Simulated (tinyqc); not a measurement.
Local against global planarity over time: chemical-mechanical planarisation: Preston law, pattern density and step-height reduction. Computed by tinyqc, a small Python program. Command: `OMP_NUM_THREADS=1 python tinyqc.py 3031741 3031742 out.jsonl cmp walk`. One thread of a shared host (Intel(R) Xeon(R) Processor @ 2.30GHz), about 0.01 s of CPU time with the checks.

A row of 8 cells, repeated periodically, holds raised features that cover a share rho of each cell.

Inputs (values chosen for the exercise, close to those used for copper polishing):
```
quantity                          value  unit
Preston coefficient K           4.3e-14  1/Pa
pressure P                           18   kPa
platen and carrier speed             80   rpm
distance between the centres         15    cm
initial step height h0              730    nm
contact height h_c                  250    nm
film above the raised areas z0     1300    nm
cell size                           1.6    mm
planarisation length                4.8    mm
```

local pattern densities, cell by cell: 0.25  0.25  0.4  0.1  0.6  0.8  0.1  0.4

Method:
- With equal rotation speeds the relative speed is uniform, v = omega r_c; Preston rate R0 = K P v.
- The stiff pad averages the density: rho_eff(i) = sum_j w_ij rho_j / sum_j w_ij, w = exp(-2 d^2/L^2), L the planarisation length and d the distance between cell centres, summed over all periodic images of cell j.
- While h > h_c only raised areas polish, at R0/rho_eff, until t_c = rho_eff (h0 - h_c)/R0. After that h = h_c exp(-(t - t_c)/tau), tau = rho_eff h_c/R0; low areas polish at R0 (1 - h/h_c) and raised areas at R0 [1 + (1 - rho_eff) h/(rho_eff h_c)]. Removed from raised areas after t_c: h0 - h_c + R0 (t - t_c) + (1 - rho_eff)(h_c - h); from low areas: R0 (t - t_c) - rho_eff (h_c - h). Film left = z0 less the removal from raised areas.
- Times are multiples of h0/R0; the range is the largest minus the smallest removal from raised areas.

effective densities: 0.302073  0.297707  0.319885  0.373503  0.433828  0.444426  0.394211  0.334367

blanket rate R0 = 0.972637 nm/s

Steps and range (nm):
```
multiple   t (s)  largest step  smallest step  range across the row  mean removal from raised areas
0.10        75.1        565.74         484.79                 80.95                           205.8
0.20       150.1        401.49         239.80                161.75                           411.6
0.30       225.2        237.55          89.92                175.93                           589.3
0.45       337.7         88.66          20.65                141.86                           764.4
0.60       450.3         33.09           4.74                122.16                           894.0
0.80       600.4          8.89           0.67                111.58                          1047.2
1.00       750.5          2.39           0.09                108.37                          1194.9
1.30       975.7          0.33           0.00                107.29                          1414.3
1.70      1275.9          0.02           0.00                107.12                          1706.4
```

What follows from these numbers?

Local steps shrink to 0.024 nm or less, but the range across the row reaches up to 175.9 nm among these rows and ends at 107.1 nm, against the limit (largest - smallest rho_eff) h0 = 107.1 nm: once flat, all cells polish alike and the difference stays. Evener density (dummy fill), a longer planarisation length or a smaller initial step reduces it. Caution: in the last rows the removal passes z0 somewhere, so they describe a thicker film than the one given.

Extremes, crossings and ranges named in words are read from the listed rows.
